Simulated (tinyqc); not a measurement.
The basis set: RHF and MP2 along a ladder of basis sets, for H6, spin multiplicity 1. Computed by the program tinyqc with PySCF. 

Geometry (angstrom):
```
atom       x       y       z
H     0.0000  0.0000  0.0000
H     0.0000  0.0000  0.7480
H     0.0000  0.0000  1.7370
H     0.0000  0.0000  2.4850
H     0.0000  0.0000  3.4740
H     0.0000  0.0000  4.2220
```

Same geometry throughout; the dipole is taken about the origin.

RHF and frozen-core MP2 in a ladder of bases:
```
basis        functions  E(RHF) (hartree)  E(MP2 corr) (hartree)  HOMO (eV)  LUMO (eV)  dipole (debye)
sto-3g               6          -3.23800               -0.04180    -11.244     11.418           0.000
3-21g               12          -3.27695               -0.05625    -11.885      5.768           0.000
6-31g               12          -3.28726               -0.05645    -11.973      5.424           0.000
6-31g**             30          -3.29654               -0.09028    -12.001      5.384           0.000
cc-pvdz             30          -3.28771               -0.09210    -11.936      4.773           0.000
aug-cc-pvdz         54          -3.28891               -0.09682    -11.964      1.497           0.000
cc-pvtz             84          -3.30127               -0.11004    -11.994      4.172           0.000
```

From cc-pVDZ to cc-pVTZ the RHF energy falls by 13.6 mhartree and the correlation energy by 17.9. If valence correlation converges as X^-3, (27 E(T) - 8 E(D))/19 gives -0.1176 hartree, a rough estimate from such small X that usually falls short; STO-3G holds about 36 % of it. Beyond STO-3G the LUMO moves by 4.3 eV and the HOMO by 0.1 eV; diffuse functions lower the positive LUMO sharply, since an unbound virtual level tracks the most diffuse function.
